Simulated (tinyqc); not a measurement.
Slope factor and drain-induced lowering from three currents.

Inverse problem. With source and body at 0 V, I = A exp((Vg + dd Vd)/(nf Vt)) (1 - exp(-Vd/Vt)). Find nf, the swing nf Vt ln 10 and dd.

Inputs (values chosen for the exercise):
- T = 300 K (temperature)

Constants: q = 1.602176634e-19 C, kB = 1.380649e-23 J/K, Vt = kB T/q. Results are converted to the units shown.

currents at (Vg, Vd) = (0, 0.05), (0, 0.8) and (0.06, 0.8) V (nA/um): 0.014917445  0.051068032  0.28495936

Answer. The pair at equal Vd gives nf; the pair at equal Vg, after dividing out the factors 1 - exp(-Vd/Vt), gives dd.

nf = 1.350
swing = 80.36 mV/decade
dd = 0.05000

tinyqc, about 0.03 s, one thread, Intel Xeon 2.30GHz (shared host): `OMP_NUM_THREADS=1 python tinyqc.py 2242032 2242033 out.jsonl`
